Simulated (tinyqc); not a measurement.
# Abrupt p-n junction, non-linear Poisson equation by Newton steps, step by step

Numbers from tinyqc (`OMP_NUM_THREADS=1 python tinyqc.py 2000115 2000116 out.jsonl`; about 0.03 s on one thread of a shared Intel Xeon 2.30GHz). Printed values are rounded.

One dimension, p side on the left, n side on the right; net doping C = -Na for x < 0 and +Nd for x > 0. The potential psi is counted from the intrinsic level, and the quasi-Fermi potentials are flat: 0 for holes and -V for electrons, so n = ni exp((psi + V)/Vt) and p = ni exp(-psi/Vt) (Boltzmann statistics, full ionisation, no current). Under reverse bias this makes the minority densities vanishingly small everywhere; they play no part in the charge.

Inputs (values chosen for the exercise); band and dielectric values those of a made-up semiconductor:
```
symbol,value,unit,meaning
T,325,K,temperature
Eg,1.21,eV,band gap
eps_r,7.95,,relative permittivity
Nc,8.4e17,cm^-3,conduction-band density of states at T
Nv,2.35e19,cm^-3,valence-band density of states at T
Na,1.3e18,cm^-3,acceptor density of the p side
Nd,7.3e16,cm^-3,donor density of the n side
V,-1.9,V,bias of the p side against the n side
```

Constants: q = 1.602176634e-19 C, kB = 1.380649e-23 J/K, Vt = kB T/q, eps0 = 8.8541878128e-14 F/cm where lengths are in cm. Results are converted to the units shown.

## Intrinsic density, end potentials and Debye lengths

ni = sqrt(Nc Nv) exp(-Eg/(2 Vt)), Eg in volts; psi_p = -Vt ln(Na/ni), psi_n = Vt ln(Nd/ni) - V; Debye length sqrt(eps0 eps_r Vt/(q N)).

ni = 1.84473e9 cm^-3
psi_p = -0.570581 V
psi_n = 2.38993 V
Debye length, p side = 3.07652 nm
Debye length, n side = 12.9828 nm

## Net doping on the mesh

x, node 0 to 14 (nm): -37  -30.2  -24  -18.5  -13.6  -9.14  -5.17  -1.6  1.6  7.88  20.2  44.3  91.6  184  366

C = -Na for x < 0 and +Nd for x > 0, taken at the nodes.

net doping C, node 0 to 14 (cm^-3): -1.3e18  -1.3e18  -1.3e18  -1.3e18  -1.3e18  -1.3e18  -1.3e18  -1.3e18  7.3e16  7.3e16  7.3e16  7.3e16  7.3e16  7.3e16  7.3e16

## Couplings between neighbouring nodes

a_i = eps0 eps_r/h_i for the interval from node i to i + 1, with h_i = x_(i+1) - x_i in cm.

coupling a_i, interval 0 to 13 (F/cm^2): 1.03516e-6  1.13534e-6  1.27983e-6  1.43655e-6  1.57827e-6  1.77307e-6  1.97173e-6  2.19971e-6  1.12087e-6  5.71354e-7  2.92078e-7  1.48818e-7  7.61805e-8  3.86763e-8

## Starting potential

A straight line in x from psi_p = -Vt ln(Na/ni) at the first node to psi_n = Vt ln(Nd/ni) - V at the last.

psi at the start, node 0 to 14 (V): -0.57058  -0.52063  -0.47508  -0.43468  -0.39868  -0.36592  -0.33675  -0.31053  -0.28702  -0.24088  -0.15038  0.02666  0.37414  1.05293  2.38993

## Iteration 1: densities, residual and Jacobian diagonal

n_i = ni exp((psi_i + V)/Vt), p_i = ni exp(-psi_i/Vt), rho_i = p_i - n_i + C_i, g_i = (n_i + p_i)/Vt. Box widths w_i = (h_(i-1) + h_i)/2 in cm. Residual F_i = a_i (psi_(i+1) - psi_i) - a_(i-1) (psi_i - psi_(i-1)) + q rho_i w_i; Jacobian: a_(i-1) and a_i beside the diagonal, b_i = -a_(i-1) - a_i - q g_i w_i on it. The two end nodes are fixed.

```
node    n (cm^-3)    p (cm^-3)
0     9.00748e-30       1.3e18
1     5.36095e-29   2.18426e17
2     2.72602e-28   4.29553e16
3     1.15365e-27   1.01501e16
4     4.17129e-27   2.80722e15
5     1.34382e-26   8.71373e14
6     3.80710e-26   3.07576e14
7     9.71136e-26   1.20578e14
8     2.24810e-25   5.20872e13
9     1.16739e-24   1.00307e13
10    2.95583e-23   3.96157e11
11    1.64471e-20    7.11963e8
12    4.02146e-15      2911.81
13     1.35006e-4   8.67349e-8
14         7.3e16  1.60407e-28
```

```
node  residual F (C/cm^2)  diagonal b (F/cm^2)
1             -1.12637e-7          -2.98271e-6
2             -1.17819e-7          -2.55892e-6
3             -1.07462e-7          -2.74657e-6
4             -9.72659e-8          -3.02233e-6
5             -8.77324e-8          -3.35344e-6
6             -7.85041e-8          -3.74546e-6
7             -7.04972e-8          -4.17168e-6
8              5.54781e-9          -3.32073e-6
9              1.08787e-8          -1.69228e-6
10             2.12983e-8          -8.63436e-7
11             4.17543e-8          -4.40896e-7
12             8.16958e-8          -2.24998e-7
13             1.60468e-7          -1.14857e-7
```

## Iteration 1: Newton step

Solve the tridiagonal system a_(i-1) d_(i-1) + b_i d_i + a_i d_(i+1) = -F_i for nodes 1 to 13, with d = 0 on fixed nodes. Each component d is damped to sign(d) Vt ln(1 + |d|/Vt) before it is added.

Newton step d, before damping, node 1 to 13 (V): -0.19725  -0.41899  -0.57070  -0.64306  -0.65034  -0.60812  -0.53055  -0.42902  -0.23477  0.12724  0.76248  1.72865  2.54367
psi after iteration 1, node 0 to 14 (V): -0.57058  -0.57901  -0.55266  -0.52044  -0.48764  -0.45518  -0.42422  -0.39435  -0.36522  -0.30359  -0.10242  0.12021  0.49005  1.17951  2.38993

## Iteration 2: densities, residual and Jacobian diagonal

As before.

```
node    n (cm^-3)    p (cm^-3)
0     9.00748e-30       1.3e18
1     6.66540e-30   1.75679e18
2     1.70797e-29   6.85592e17
3     5.39654e-29   2.16986e17
4     1.74086e-28   6.72639e16
5     5.54810e-28   2.11058e16
6     1.67612e-27   6.98621e15
7     4.86937e-27   2.40477e15
8     1.37764e-26   8.49987e14
9     1.24420e-25   9.41145e13
10    1.63852e-22   7.14654e10
11    4.64222e-19    2.52244e7
12    2.52240e-13      46.4229
13      0.0123969  9.44571e-10
14         7.3e16  1.60407e-28
```

```
node  residual F (C/cm^2)  diagonal b (F/cm^2)
1              8.62204e-8          -8.70312e-6
2             -4.62702e-8          -4.70960e-6
3             -8.43449e-8          -3.36187e-6
4             -8.83205e-8          -3.19490e-6
5             -8.26973e-8          -3.40223e-6
6             -7.41101e-8          -3.75987e-6
7             -6.51960e-8          -4.17610e-6
8              1.06225e-8          -3.32289e-6
9              5.67474e-8          -1.69273e-6
10            -2.86172e-8          -8.63433e-7
11             3.17685e-8          -4.40896e-7
12             7.91809e-8          -2.24998e-7
13             1.54759e-7          -1.14857e-7
```

## Iteration 2: Newton step

As before.

Newton step d, before damping, node 1 to 13 (V): 0.00508  -0.03699  -0.10448  -0.15285  -0.15835  -0.12115  -0.05103  0.04134  0.21324  0.45133  1.01505  1.90797  2.61290
psi after iteration 2, node 0 to 14 (V): -0.57058  -0.57435  -0.57624  -0.56397  -0.53988  -0.50826  -0.47106  -0.42340  -0.33983  -0.24328  -0.02288  0.22152  0.60868  1.30684  2.38993

## Course of the Newton iteration

Stop when the largest undamped |d| is below 1e-9 V, or after 80 iterations.

Course of the iteration:
```
iteration  largest |F| (C/cm^2)  largest |d| (V)  at node
1                       1.60e-7             2.54       13
2                       1.55e-7             2.61       13
3                       1.49e-7             2.52       13
4                       1.44e-7             2.40       13
5                       1.38e-7             2.28       13
6                       1.33e-7             2.15       13
7                       1.27e-7             2.03       13
8                       1.22e-7             1.91       13
9                       1.16e-7             1.79       13
...                         ...              ...      ...
12                      4.80e-8            0.174       10
13                      3.92e-8            0.118       10
14                      2.97e-8           0.0713       10
15                      1.89e-8           0.0358       10
16                      8.24e-9           0.0128       10
17                      1.67e-9          2.25e-3       10
18                     6.97e-11          8.56e-5       10
19                     1.12e-13          1.31e-7       10
20                     2.63e-19         3.05e-13       10
```

Converged in 20 iterations. Once the step is below 0.1 Vt, 3 more iteration(s) reach the threshold: near the solution the error is roughly squared each time.

## Converged densities, field and charge

converged psi, node 0 to 14 (V): -0.57058  -0.57054  -0.57031  -0.56921  -0.56461  -0.54856  -0.50732  -0.43457  -0.33756  -0.15214  0.19257  0.79397  1.69374  2.37902  2.38993

n and p as above; field E_i = -(psi_(i+1) - psi_i)/h_i on each interval; charge on either side of the peak Q = eps0 eps_r |E|max (Gauss).

```
node    n (cm^-3)    p (cm^-3)
0     9.00748e-30       1.3e18
1     9.02148e-30   1.29798e18
2     9.09415e-30   1.28761e18
3     9.46072e-30   1.23772e18
4     1.11487e-29   1.05032e18
5     1.97726e-29   5.92219e17
6     8.62179e-29   1.35815e17
7     1.15806e-27   1.01115e16
8     3.69912e-26   3.16555e14
9     2.77580e-23   4.21851e11
10    6.14988e-18    1.90406e6
11     1.30245e-8   8.99055e-4
12      1.16794e6  1.00260e-17
13     4.94428e16  2.36834e-28
14         7.3e16  1.60407e-28
```

field E, interval 0 to 13 (kV/cm): -0.064  -0.362  -2.012  -9.383  -35.980  -103.883  -203.781  -303.163  -295.253  -279.800  -249.543  -190.225  -74.165  -0.600
peak |E| = 303.163 kV/cm
charge Q = 213.399 nC/cm^2

## Check against the exact first integral and the depletion approximation

ni = sqrt(Nc Nv) exp(-Eg/(2 Vt)), Eg in volts. Exact first integral for an abrupt junction with thick neutral sides: psi_p = -Vt ln(Na/ni), psi_n = Vt ln(Nd/ni) - V, psi_j = (Nd psi_n + Na psi_p - Vt (Nd - Na))/(Na + Nd) at the junction, n_j = ni exp((psi_j + V)/Vt), p_j = ni exp(-psi_j/Vt), and E_j^2 = (2 q/(eps0 eps_r)) [Nd (psi_n - psi_j - Vt) + Vt (n_j + p_j)] (minority densities of the neutral sides neglected). Depletion approximation: Vbi = Vt ln(Na Nd/ni^2), W = sqrt(2 eps0 eps_r (Vbi - V)(1/Na + 1/Nd)/q), xp = W Nd/(Na + Nd), xn = W Na/(Na + Nd), peak field 2 (Vbi - V)/W, capacitance eps0 eps_r/W.

psi_j = -0.388148 V
exact field at the junction = 302.346 kV/cm
Vbi = 1.06051 V
W = 194.001 nm
peak field in the depletion approximation = 305.206 kV/cm

The depletion approximation gives a peak field 0.95 % above the exact one, since it leaves out the Debye tails of the majority carriers at the edges of the depleted layer. The 15-node mesh above gave 303.2 kV/cm on the interval that holds the junction, 0.27 % above the exact value.
